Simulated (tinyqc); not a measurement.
# The 3-omega method: a line heater on a substrate with a thin film, step by step

A worked calculation. Computed by tinyqc, a small Python program that keeps every step. Command: `OMP_NUM_THREADS=1 python tinyqc.py 3017485 3017486 out.jsonl threeomega walk`. One thread of a shared host (Intel(R) Xeon(R) Processor @ 2.30GHz), about 0.01 s of CPU time with the checks. Intermediate numbers are printed to about 5 digits and carried at full precision; extremes and crossings named in words are read from the listed rows.

A current at angular frequency omega = 2 pi f heats the line at 2 omega with the amplitude P per length; the temperature swing Delta T at 2 omega gives a voltage at 3 omega. The substrate is taken as semi-infinite and isotropic, and the heat capacity of heater and film is left out.

Inputs (values chosen for the exercise, modelled on alumina on silicon carbide):
```
quantity,value,unit
substrate conductivity kappa,377,W/(m K)
substrate heat capacity C,2.26,1e6 J/(m^3 K)
heater half-width b,11,micrometre
power amplitude per length P,42,W/m
current frequency f,1500,Hz
film thickness t,170,nm
film conductivity kappa_f,1.6,W/(m K)
interface resistance R_i,3.4,m^2 K/GW
substrate thickness d_s,1000,micrometre
temperature coefficient of resistance beta,2.8,1e-3/K
voltage amplitude V_1,1.4,V
```

## Penetration depth

D = kappa/C; q = sqrt(2 i omega/D); penetration depth 1/|q| = sqrt(D/(2 omega)).

diffusivity D = 166.81 mm^2/s

penetration depth = 94.073 micrometre

|q| b = 0.11693

penetration depth / d_s = 0.094073

## Temperature swing of the bare substrate

Delta T_s = (P/(pi kappa)) int_0^infinity (sin x/x)^2 / sqrt(x^2 + (q b)^2) dx with (q b)^2 = i |q b|^2, averaged over the heater width (12 Gauss-Legendre points on each of the pieces 0, 14 log-spaced edges from 1e-5 to 1, and multiples of pi to 40 pi; the tail adds 1/(4 (40 pi)^2)). For |q| b much below 1: Delta T_s = (P/(pi kappa)) [-ln(|q| b) + eta - i pi/4], eta = 3/2 - C_E = 0.92278, with Euler's C_E = 0.5772157.

in-phase Delta T_s = 0.10889 K

out-of-phase Delta T_s = -0.027597 K

in-phase, narrow-line form = 0.10883 K

out-of-phase, narrow-line form = -0.027851 K

The narrow-line form misses the in-phase part by -0.06 % and the out-of-phase part by +0.9 % at |q| b = 0.117.

## The film adds a constant step

One-dimensional flow across the film: Delta T_f = P (t/kappa_f + R_i)/(2 b); total in-phase swing Delta T = Delta T_s + Delta T_f; third-harmonic amplitude V_3 = V_1 beta |Delta T|/2 with the out-of-phase part included; the apparent film conductivity is t/(t/kappa_f + R_i).

Delta T_f = 0.20933 K

total in-phase swing = 0.31823 K

V_3 = 0.62606 mV

apparent film conductivity = 1.5504 W/(m K)

film share of the in-phase swing = 0.65781

The interface lowers the apparent conductivity by 3 %. The film gives a large part of the signal.

## Conductivity from the slope

Take the in-phase swing at f and at 2f; in the narrow-line limit kappa = P ln 2/(2 pi [Delta T(f) - Delta T(2f)]), whatever the film and the heater width.

in-phase Delta T_s at 2f = 0.096666 K

kappa from the slope = 378.93 W/(m K)

error of the slope method = 0.51099 %

## The window of frequencies

The slope value uses each f and 2f: kappa = P ln 2/(2 pi [Delta T(f) - Delta T(2f)]).

Bare substrate:
```
f (Hz),penetration depth (micrometre),|q| b,in-phase (K),out-of-phase (K),narrow-line form (K),kappa from the slope (W/(m K))
1.1,3473.9,0.0031665,0.23681,-0.027851,0.23681,377.00
11,1098.5,0.010013,0.19598,-0.027848,0.19598,377.01
110,347.39,0.031665,0.15516,-0.027825,0.15516,377.14
550,155.36,0.070805,0.12664,-0.027743,0.12662,377.71
2200,77.678,0.14161,0.10213,-0.027500,0.10204,379.82
11000,34.739,0.31665,0.073954,-0.026569,0.073503,390.67
44000,17.369,0.63330,0.050617,-0.024314,0.048923,428.77
220000,7.7678,1.4161,0.027265,-0.018533,0.020386,609.43
1.10e+06,3.4739,3.1665,0.012448,-0.010671,-0.0081504,1268.6
6.60e+06,1.4182,7.7563,0.0050782,-0.0047835,-0.039920,3115.1
```

The slope gives kappa within 1 % up to |q| b = 0.14 (f = 2200 Hz) among these rows. The penetration depth stays under d_s/5 = 200 micrometre from f = 550 Hz up, so a usable window lies between the two. At high f the flow turns one-dimensional: in-phase and out-of-phase parts become equal in size (ratio 0.94 in the last row) and fall as f^(-1/2) (exponent -0.50).

Checks made by the program: narrow-line limit at |q| b = 0.002 (relative difference 7e-07).
